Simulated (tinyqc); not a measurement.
Worked calculation: empirical pseudopotential in a few plane waves. One step of it, computed by the program tinyqc.

Task: Bloch Hamiltonian at k. Basis: the 15 shortest G (labels in 2 pi/a), the same at every k. H(G,G') = c |k + G|^2 delta + VS(|G-G'|^2) cos((G-G').tau) + i VA sin((G-G').tau), tau = a/8 (1,1,1); 1 Ry = 13.605693 eV.

Parameters chosen for this model: fcc lattice, atoms at +/- a/8 (1,1,1); form factors in rydberg at |G|^2 in units of (2 pi/a)^2:
```
parameter                 value      unit
a                      5.850000  angstrom
VS(3)                 -0.230000        Ry
VS(8)                  0.041000        Ry
VS(11)                 0.077000        Ry
VA(3)                         0        Ry
VA(4)                         0        Ry
VA(11)                        0        Ry
hbar^2/2m (2 pi/a)^2   4.395122        eV
```

k point k (2 pi / a): -0.070000  0.350000  -0.140000

Give: H(k) at k.

Result:

H(k) at k (eV):
```
         +0+0+0   -1-1-1   -1-1+1   -1+1-1   -1+1+1   +1-1-1   +1-1+1   +1+1-1
+0+0+0   0.6461   2.2128  -2.2128  -2.2128  -2.2128  -2.2128  -2.2128  -2.2128
-1-1-1   2.2128  12.6008   0.0000   0.0000  -0.5578   0.0000  -0.5578  -0.5578
-1-1+1  -2.2128   0.0000  10.1395   0.5578   0.0000   0.5578   0.0000   0.0000
-1+1-1  -2.2128   0.0000   0.5578  18.7540   0.0000   0.5578   0.0000   0.0000
-1+1+1  -2.2128  -0.5578   0.0000   0.0000  16.2927   0.0000   0.5578   0.5578
+1-1-1  -2.2128   0.0000   0.5578   0.5578   0.0000  11.3702   0.0000   0.0000
+1-1+1  -2.2128  -0.5578   0.0000   0.0000   0.5578   0.0000   8.9089   0.5578
+1+1-1  -2.2128  -0.5578   0.0000   0.0000   0.5578   0.0000   0.5578  17.5234
+1+1+1   2.2128   0.0000  -0.5578  -0.5578   0.0000  -0.5578   0.0000   0.0000
-2+0+0   0.0000  -2.2128  -2.2128  -2.2128   2.2128   0.7408  -0.7408  -0.7408
+0-2+0   0.0000  -2.2128  -2.2128   0.7408  -0.7408  -2.2128   2.2128  -0.7408
+0+0-2   0.0000  -2.2128   0.7408  -2.2128  -0.7408  -2.2128  -0.7408   2.2128
+0+0+2   0.0000  -0.7408   2.2128  -0.7408  -2.2128  -0.7408  -2.2128   0.7408
+0+2+0   0.0000  -0.7408  -0.7408   2.2128  -2.2128  -0.7408   0.7408  -2.2128
+2+0+0   0.0000  -0.7408  -0.7408  -0.7408   0.7408   2.2128  -2.2128  -2.2128

         +1+1+1   -2+0+0   +0-2+0   +0+0-2   +0+0+2   +0+2+0   +2+0+0
+0+0+0   2.2128   0.0000   0.0000   0.0000   0.0000   0.0000   0.0000
-1-1-1   0.0000  -2.2128  -2.2128  -2.2128  -0.7408  -0.7408  -0.7408
-1-1+1  -0.5578  -2.2128  -2.2128   0.7408   2.2128  -0.7408  -0.7408
-1+1-1  -0.5578  -2.2128   0.7408  -2.2128  -0.7408   2.2128  -0.7408
-1+1+1   0.0000   2.2128  -0.7408  -0.7408  -2.2128  -2.2128   0.7408
+1-1-1  -0.5578   0.7408  -2.2128  -2.2128  -0.7408  -0.7408   2.2128
+1-1+1   0.0000  -0.7408   2.2128  -0.7408  -2.2128   0.7408  -2.2128
+1+1-1   0.0000  -0.7408  -0.7408   2.2128   0.7408  -2.2128  -2.2128
+1+1+1  15.0621  -0.7408  -0.7408  -0.7408  -2.2128  -2.2128  -2.2128
-2+0+0  -0.7408  19.4572   0.5578   0.5578  -0.5578  -0.5578   0.0000
+0-2+0  -0.7408   0.5578  12.0734   0.5578  -0.5578   0.0000  -0.5578
+0+0-2  -0.7408   0.5578   0.5578  20.6878   0.0000  -0.5578  -0.5578
+0+0+2  -2.2128  -0.5578  -0.5578   0.0000  15.7653   0.5578   0.5578
+0+2+0  -2.2128  -0.5578   0.0000  -0.5578   0.5578  24.3797   0.5578
+2+0+0  -2.2128   0.0000  -0.5578  -0.5578   0.5578   0.5578  16.9959
```
